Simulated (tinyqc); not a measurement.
Inside a calculation: Wannier exciton and Elliott formula. Values are carried at full precision from step to step, so a last printed digit may differ when a step is redone from the rounded ones.

Constants: Ry = 13.60569312 eV; a0 (Bohr radius) = 0.5291772105 angstrom; hbar^2/2m0 = 3.80998211 eV angstrom^2; kB = 8.617333262e-05 eV/K; e/hbar = 1.519267448e-05 1/(T angstrom^2); muB = 5.788381798e-05 eV/T.

Inputs chosen for the exercise (near those of CdTe; shifted at random, so the results belong to these values and not to a real crystal): me = 0.097 m0 (electron mass); mh = 0.317 m0 (hole mass); eps = 10.5 (dielectric constant); Eg = 1.614 eV (gap); N = 0.014 x 1e16/cm^3 (density of pairs); T = 300 K (temperature); B = 6.9 T (magnetic field).

## Exciton units

1/mu = 1/me + 1/mh, Ry* = Ry mu/eps^2, a* = a0 eps/mu.

mu = 0.07427 m0
Ry* = 9.166 meV
a* = 74.81 angstrom

## Hydrogen-like series

Binding Ry*/n^2 in three dimensions and Ry*/(n - 1/2)^2 in two; strengths relative to n = 1 go as 1/n^3 and (1/2)^3/(n - 1/2)^3. Lines at Eg less the binding.

Series:

| n | 3D binding (meV) | 3D line (eV) | 3D strength | 2D binding (meV) | 2D line (eV) | 2D strength |
|---|---|---|---|---|---|---|
| 1 | 9.17 | 1.6048 | 1.0000 | 36.66 | 1.5773 | 1.0000 |
| 2 | 2.29 | 1.6117 | 0.1250 | 4.07 | 1.6099 | 0.0370 |
| 3 | 1.02 | 1.6130 | 0.0370 | 1.47 | 1.6125 | 0.0080 |
| 4 | 0.57 | 1.6134 | 0.0156 | 0.75 | 1.6133 | 0.0029 |

## Free pairs and excitons

Saha balance n^2/n_x = K = (mu kB T/(4 pi c))^(3/2) exp(-Ry*/kB T) with n + n_x = N, 1s excitons only, equal spin counts for excitons and free pairs; free share f = 2/(1 + sqrt(1 + 4N/K)); c = hbar^2/2m0, Ry* = Ry mu/eps^2, 1/mu = 1/me + 1/mh, 1/angstrom^3 = 1e24/cm^3.

Give K and f.

K = 17.82 x 1e16/cm^3
free share = 0.9992

N a*^3 = 5.9e-05, below the Mott range of about 0.01 to 0.02.

## Diamagnetic shift

For the 1s state dE = (e B)^2 <x^2 + y^2>/(8 mu m0) = c ((e/hbar) B)^2 a*^2/(2 mu), c = hbar^2/2m0; it holds while gamma = muB B/(mu Ry*) is small.

dE = 1.577 meV
gamma = 0.587

gamma is not small, so the true shift falls below this value and turns linear in B.

## Checks

- 1s binding from the radial equation by finite differences against Ry*, meV: both 9.17.

(tinyqc, `OMP_NUM_THREADS=1 python tinyqc.py 1252425 1252426 out.jsonl`, Intel(R) Xeon(R) Processor @ 2.30GHz, 1 thread, shared host, about 0.01 s.)
